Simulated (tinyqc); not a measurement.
Thermodynamics of metal silicides: hull, first phase, silicon consumed, nucleation and stability against SiO2: one step, computed by the program tinyqc.

Entropies of formation of the solids are neglected, so heats stand for free energies. Si fractions: M5Si3 0.3750, MSi 0.5000, MSi2 0.6667.

Task: First phase. Effective heat of formation: at the interface the mixture has the Si fraction x_e; the limiting element scales the heat, H_eff = H x_e/x if x_e < x, H (1 - x_e)/(1 - x) otherwise. The rule names the most negative as the first phase; its restriction to congruently melting phases is left out here.

Inputs (values chosen for the exercise, of the order of those of tungsten silicides for heats and volumes only):
```
quantity                                value          unit
heat of formation of M5Si3              -16.4  kJ/mol atoms
heat of formation of MSi                -14.6  kJ/mol atoms
heat of formation of MSi2               -27.4  kJ/mol atoms
Si fraction x_e at the lowest liquidus   0.22             -
```

Phases: M5Si3, MSi, MSi2.

Give: H_eff; most negative H_eff.

Result:

H_eff (kJ/mol atoms): M5Si3 -9.6213, MSi -6.4240, MSi2 -9.0420

most negative H_eff = -9.6213 kJ/mol atoms

The rule picks M5Si3, ahead of MSi2 by 0.6 kJ/mol; it is not the phase with the most negative heat itself. The rule is empirical and ignores nucleation barriers.
